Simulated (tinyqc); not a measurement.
Surface potential of a MOS transistor: implicit equation and explicit approximations: one step of the calculation.

p-type body, charge-sheet picture, depletion and inversion only, full ionisation (an idealisation for deep acceptors), Boltzmann statistics (rough once Na exp(x - xn) passes about Nc/7). In units of Vt: xg = (Vg - Vfb)/Vt, x = psi/Vt, G = gamma/sqrt(Vt), xn = (2 phiF + Vc)/Vt. The implicit equation is (xg - x)^2 = G^2 [x - 1 + exp(x - xn)] for x above about 3. Cox = eps0 eox/tox.

Task. New x. D = exp(x - xn), f = (xg - x)^2 - G^2 (x - 1 + D), f' = -2 (xg - x) - G^2 (1 + D), x(new) = x - f/f'.

x after iteration 1 = 45.585247
G = 5.4514703
xn = 41.383604
xg = 102.50658

Wanted: D; f; f'; x after iteration 2.

Result.

D = 66.80
f = -70.05
f' = -2129
x after iteration 2 = 45.55

Numbers from tinyqc (`OMP_NUM_THREADS=1 python tinyqc.py 2122205 2122206 out.jsonl`; about 0.01 s on one thread of a shared Intel Xeon 2.30GHz).
